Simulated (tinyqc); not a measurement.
Velocity against field: two-valley model of the transferred-electron effect. Computed by tinyqc, a small Python program. Command: `OMP_NUM_THREADS=1 python tinyqc.py 3021431 3021432 out.jsonl gunn walk`. One thread of a shared host (Intel(R) Xeon(R) Processor @ 2.30GHz), about 0.01 s of CPU time with the checks.

Both kinds of valley share one electron temperature T_e, and each has a constant mobility.

Inputs (values chosen for the exercise, for a model semiconductor):
```
quantity                       value        unit
central-valley mass m1         0.083         m_0
satellite-valley mass m2        0.37         m_0
satellite valleys Z                3           -
valley separation dE             0.3          eV
central-valley mobility mu1     6900  cm^2/(V s)
satellite-valley mobility mu2     59  cm^2/(V s)
energy relaxation time tau_E    0.21          ps
lattice temperature T            300           K
electric field F                  11       kV/cm
```

Solver: damped fixed point.

Constants: k_B = 8.617333262e-05 eV/K.

Method. Density-of-states ratio R = Z (m2/m1)^(3/2); n2/n1 = R exp(-dE/(k_B T_e)); mean mobility mu = (mu1 + mu2 n2/n1)/(1 + n2/n1); energy balance e mu F^2 = (3/2) k_B (T_e - T)/tau_E; v = mu F.

low-field mobility = 6898.24 cm^2/(V s)

R = 28.2362

The curve:
```
F (kV/cm)  T_e (K)  share in the satellites (%)  v (1e7 cm/s)  low-field line (1e7 cm/s)
1.1          313.6                   4.2537e-02        0.7587                      0.759
2.8          387.6                   3.5342e-01        1.9252                      1.932
5.5          610.2                   8.5919e+00        3.4717                      3.794
7.7          793.4                   2.5979e+01        3.9445                      5.312
11.0        1014.5                   4.7730e+01        3.9983                      7.588
15.0        1242.7                   6.3163e+01        3.8685                     10.347
22.0        1611.1                   7.6490e+01        3.6682                     15.176
33.0        2192.3                   8.5228e+01        3.5295                     22.764
55.0        3515.9                   9.1297e+01        3.5991                     37.940
110.0       8325.7                   9.4895e+01        4.4909                     75.881
```

What does the comparison show, and why?

v falls between 11 and 33 kV/cm, while the share in the slow valleys goes from 48 to 85 %: transfer outruns the rise of the field. With constant mobilities n2/n1 tends to R and v ends on the line (mu1 + R mu2) F/(1 + R), a mobility of 293; real satellites saturate instead. Rows with T_e above 3000 K lie outside the range of a Maxwellian in parabolic valleys.

Extremes, crossings and ranges named in words are read from the listed rows.
